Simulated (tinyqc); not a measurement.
Size of the test strain: deformation potentials from a strained empirical pseudopotential.

Diamond lattice, no spin-orbit coupling. Atomic form factor V(q) = a1 (q^2 - a2)/(a3 exp(a4 q^2) - 1) in rydberg with q in 1/bohr, for the unstrained cell. Under a strain e the reciprocal vectors and k go over into (1 + e)^(-1) G, the atoms sit at +/- tau with tau = (1 + e) a (1,1,1)/8 - zeta a (eyz, ezx, exy)/4, and H(G,G') = c |k + G|^2 delta + (V(q)/det(1 + e)) cos(q.tau), q = G - G', with the term q = 0 left out; c = hbar^2/2m0. The basis is fixed before straining: all G with |k + G|^2 up to 16 (2 pi/a)^2. k is given in units of 2 pi/a of the unstrained cell.

Constants: hbar^2/2m0 = 3.80998211 eV angstrom^2; Ry = 13.60569312 eV; a0 (Bohr radius) = 0.5291772105 angstrom.

Inputs chosen for the exercise (out of a larger set: near those of Si; not measured data): a = 5.422 angstrom (lattice constant); A = (0.533, 2.192, 2.063, 0.488) (a1 (Ry bohr^2), a2 (1/bohr^2), a3, a4 (bohr^2)); kD = 0.82 2 pi/a (position of the Delta minimum).

e = diag(-h/2, -h/2, h). Xu = [E(Delta z) - E(Delta x)]/(1.5 h) at fixed kD, b = [E(Z) - E(X, Y)]/(4.5 h); one-sided from +h alone, central from +h and -h.

Results (eV):

| h | Xu one-sided | Xu central | b one-sided | b central |
|---|---|---|---|---|
| 0.0010 | 8.077 | 8.083 | -3.270 | -3.266 |
| 0.0025 | 8.070 | 8.083 | -3.276 | -3.266 |
| 0.0100 | 8.033 | 8.084 | -3.307 | -3.266 |
| 0.0200 | 7.985 | 8.088 | -3.349 | -3.267 |
| 0.0300 | 7.940 | 8.095 | -3.391 | -3.268 |

Give the missing row, h = 0.0050.

Computed row:
```
h       Xu one-sided  Xu central  b one-sided  b central
0.0050         8.057       8.083       -3.286     -3.266
```

From h = 0.001 to 0.03 the one-sided Xu drifts by -0.137 eV and the central one by +0.012 eV; for b the drifts are -0.121 and -0.002 eV. The central difference cancels the term of second order in the strain, so its error goes as h^2. At h = 0.02 the linear law errs by 1.2 % for the valley splitting and 2.5 % for the valence splitting.

Run: tinyqc, `OMP_NUM_THREADS=1 python tinyqc.py 1851025 1851026 out.jsonl`; Intel(R) Xeon(R) Processor @ 2.30GHz, one thread, shared host; about 0.2 s of CPU time with all checks.
